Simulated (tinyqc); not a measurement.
From one set of inputs to another, one input at a time: Stillinger-Weber potential for a tetrahedral semiconductor. Computed by tinyqc, a small Python program. Command: `OMP_NUM_THREADS=1 python tinyqc.py 3007831 3007832 out.jsonl swsi ladder`. One thread of a shared host (Intel(R) Xeon(R) Processor @ 2.30GHz), about 0.07 s of CPU time with the checks.

With x = r/sigma: pair term eps A (B x^-4 - 1) exp(1/(x - a)); for each pair of neighbours j, k of atom i, three-body term eps lambda exp(gamma/(x_ij - a) + gamma/(x_ik - a)) (cos theta_jik + 1/3)^2; both vanish beyond x = a. A = 7.049556277, B = 0.6022245584, a = 1.8.

The inputs printed are set A. Set A is modelled on germanium; the values taken over come from a set modelled on silicon. Inputs not listed in the table keep their values of set A, so the rows need not describe a real material.

Inputs (values chosen for the exercise, modelled on germanium):
```
quantity                    value      unit
energy scale eps            1.849        eV
length scale sigma            2.2  angstrom
three-body strength lambda   34.1         -
gamma                         1.2         -
```

Constants: 1 eV/angstrom^3 = 160.2176634 GPa.

Method. All angles are tetrahedral, so only the pair term acts; its minimum lies at x = 2^(1/6) with depth eps, and second neighbours lie beyond the cut-off. a0 = 4 d/sqrt3; E = -2 eps per atom. Second derivatives of the energy per atom, volume a0^3/8: e_xx gives C11, e_xx = -e_yy gives 2 (C11 - C12), e_xy = e_yx = h/2 gives the unrelaxed C44(0). Under that shear the second sublattice shifts by u_z; minimising over u_z gives C44 = C44(0) - E_hu^2/(E_uu V) and Kleinman's zeta = |E_hu/E_uu|/(a0/4). The optical force constant is k = 4 E_uu, with M omega^2 = k at the zone centre.

Each row keeps all changes above it:
```
input moved                     from     to  C12 (GPa)  C44 (GPa)  optical force constant k (eV/angstrom^2)
set A                              -      -     44.798     58.484                                    32.622
length scale sigma (angstrom)    2.2  2.108     50.923     66.480                                    35.532
gamma                            1.2    1.3     59.610     54.319                                    32.371
energy scale eps (eV)          1.849  2.164     69.765     63.573                                    37.886
three-body strength lambda      34.1   21.9     80.359     45.452                                    34.032
```

Which inputs carry the difference?

C12 goes from 44.8 to 80.4, a factor 1.79 in all. The largest single move comes from gamma (a factor 1.17). C44 goes from 58.5 to 45.5, a factor 0.777 in all. The largest single move comes from three-body strength lambda (a factor 0.715), and energy scale eps works against it (a factor 1.17). Optical force constant k goes from 32.6 to 34.0, a factor 1.04 in all. The largest single move comes from energy scale eps (a factor 1.17), and three-body strength lambda works against it (a factor 0.898). The single moves hold for this order of the switches; the total does not depend on the order.

Caution (all rows): the original fit to silicon is too soft in shear (C44) and too stiff for the optical mode.

Extremes, crossings and ranges named in words are read from the listed rows.
